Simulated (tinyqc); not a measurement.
What moves the results: strain-driven crossing of the Gamma and L valleys in a germanium-like crystal alloyed with tin. A value that a table varies takes the place of the one given here.

Biaxial loads: e0 is the in-plane strain e_par and the normal is free. (001): e_perp = -2 (C12/C11) e_par; exx = eyy = e_par, ezz = e_perp, no shear. (111): e_perp = -(2 C11 + 4 C12 - 4 C44)/(C11 + 2 C12 + 4 C44) e_par; exx = eyy = ezz = (2 e_par + e_perp)/3 and exy = eyz = ezx = (e_perp - e_par)/3. (110): e_perp = -(C11 + 3 C12 - 2 C44)/(C11 + C12 + 2 C44) e_par; exx = eyy = (e_par + e_perp)/2, ezz = e_par, exy = (e_perp - e_par)/2, eyz = ezx = 0. Uniaxial loads: a stress along n, scaled so that n.e.n = e0, with exx = s11 sxx + s12 (syy + szz), exy = s44 sxy/2, s11 = (C11 + C12)/((C11 - C12)(C11 + 2 C12)), s12 = -C12/((C11 - C12)(C11 + 2 C12)), s44 = 1/C44.

Edges from the unstrained valence top: Gamma at Eg + ac tr(e); an L valley with unit axis u at EgL + aL tr(e) + XuL (u.e.u - tr(e)/3), u along [111], [1-1-1], [-11-1], [-1-11]; valence edges are the levels of the 6 x 6 matrix of X, Y, Z times spin with -Dso/3 + l exx + m (eyy + ezz) on the diagonal (cyclic), n exy off it, l = av + 2 b, m = av - b, n = sqrt(3) d. Spin-orbit term (Dso/3) L.sigma on X, Y, Z with (L_k)_ij = -i epsilon_kij: <X+|H|Y+> = -i Dso/3, <X+|H|Z-> = Dso/3, <Y+|H|Z-> = -i Dso/3, <Z+|H|X-> = -Dso/3, <Z+|H|Y-> = i Dso/3, <X-|H|Y-> = i Dso/3, and their conjugates; + and - are the spin along z.

With tin the unstrained gaps become E(y) = (1 - y) E + y EgS - CS y (1 - y); all other values are kept.
Constants: kB = 8.617333262e-05 eV/K.

Inputs chosen for the exercise (near those of Ge, gaps at low temperature; not measured data):
- Eg = 0.895 eV (gap at Gamma to the s-like level)
- EgL = 0.735 eV (gap to L)
- Dso = 0.29 eV (spin-orbit splitting)
- ac = -8.37 eV (conduction deformation potential)
- av = 1.26 eV (valence hydrostatic potential)
- b = -2.53 eV (tetragonal shear potential)
- d = -5.24 eV (trigonal shear potential)
- aL = -1.49 eV (hydrostatic potential of the L edge, Xd + Xu/3)
- XuL = 16.43 eV (uniaxial potential, L)
- y = 0.094 (tin fraction)
- EgS = (-0.43, 0.1) eV (Gamma and L gaps of the tin end)
- CS = (2.06, 0.8) eV (bowing of the Gamma and L gaps)
- C11 = 129.7 GPa
- C12 = 48.1 GPa
- C44 = 65.6 GPa
- load = biaxial (001) (kind of strain)
- mG = 0.0389 m0 (mass at Gamma)
- mL = 0.578 m0 (density-of-states mass of the four L valleys together)
- T = 300 K (temperature)
- e0 = -0.0022 (size of the strain)

## Sweep of a biaxial (001) strain

The valence splitting is the distance of the top two edges. Share in Gamma = mG^(3/2)/(mG^(3/2) + (mL^(3/2)/4) sum_i exp(-(E_Li - E_Gamma)/kT)).

Results:

| e0 (%) | direct gap (eV) | indirect gap (eV) | Gamma - L (meV) | valence splitting (meV) | share in Gamma (%) |
|---|---|---|---|---|---|
| -0.72 | 0.651 | 0.600 | 50 | 56 | 0.250 |
| -0.27 | 0.616 | 0.605 | 11 | 23 | 1.12 |
| 0.17 | 0.567 | 0.593 | -27 | 15 | 4.71 |
| 0.62 | 0.488 | 0.554 | -66 | 59 | 18.2 |
| 1.06 | 0.407 | 0.511 | -104 | 106 | 49.3 |
| 1.51 | 0.322 | 0.465 | -143 | 156 | 81.4 |
| 1.95 | 0.237 | 0.418 | -181 | 208 | 95.0 |
| 2.40 | 0.148 | 0.368 | -220 | 262 | 98.9 |

Gamma drops below the lowest L valley between e0 = -0.27 and 0.17 %. The direct gap goes from 0.651 to 0.148 eV; of that change -0.124 eV comes from the rise of the valence top through the shear terms and the rest from the volume. The share in Gamma goes from 0.250 to 98.9 %.

## What each parameter does

Direct gap, Gamma minus the lowest L edge and the valence splitting. Each row changes one parameter from the base and keeps the others.

Results:

| case | direct gap (eV) | Gamma - L (meV) | valence splitting (meV) |
|---|---|---|---|
| base | 0.6120 | 6.9 | 18.7 |
| y = 0.0799 | 0.6547 | 31.3 | 18.7 |
| C12 = 40.885 GPa | 0.6150 | 8.6 | 17.6 |
| aL = -1.7135 eV | 0.6120 | 6.3 | 18.7 |
| C44 = 55.76 GPa | 0.6120 | 6.9 | 18.7 |
| XuL = 18.8945 eV | 0.6120 | 6.9 | 18.7 |
| d = -6.026 eV | 0.6120 | 6.9 | 18.7 |
| b = -2.1505 eV | 0.6134 | 6.9 | 16.0 |

The largest shifts from the base row, up to three for each result and ties (the steps differ in size, so this ranks the rows, not the parameters). direct gap (eV): y +0.0427, C12 +0.0030, b +0.0015; unchanged at the printed digits by aL, C44, XuL and d. Gamma - L (meV): y +24.4, C12 +1.7, aL -0.6; unchanged at the printed digits by C44, XuL, d and b. valence splitting (meV): b -2.7, C12 -1.2; unchanged at the printed digits by y, aL, C44, XuL and d.

Computed by tinyqc, a small Python program: `OMP_NUM_THREADS=1 python tinyqc.py 1080123 1080124 out.jsonl` (the numbers bound the seed that draws the inputs); one thread of a shared host (Intel(R) Xeon(R) Processor @ 2.30GHz), about 0.01 s for the whole set of steps.
